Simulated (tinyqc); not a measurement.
Electron-beam lithography: double-Gaussian proximity function, edge placement and dose correction for parallel lines: one step, computed by the program tinyqc.

Lines are infinitely long. Absorbed energy is counted so that the middle of a very large area written at dose 1 receives 1; the resist develops where it exceeds 1/2.

Question. Dose correction. Uncorrected edge energies are M 1. Solve M d = 1/2 for the doses d that put the mean edge energy of every line at the threshold.

M, rows 1, 2, 3, 4:
$$\begin{pmatrix}
0.4865509 & 0.0275876 & 0.0033861 & 0.0032697 \\
0.1799849 & 0.3032073 & 0.0084639 & 0.0136911 \\
0.0859946 & 0.0445988 & 0.2602534 & 0.0380028 \\
0.0052029 & 0.0072211 & 0.0037115 & 0.3526960
\end{pmatrix}$$

Give: edge energies at dose 1; corrected doses; largest over smallest dose.

Answer.

edge energies at dose 1: 1 0.5208, 2 0.5053, 3 0.4288, 4 0.3688

corrected doses: 1 0.954, 2 0.986, 3 1.237, 4 1.370

largest over smallest dose = 1.437
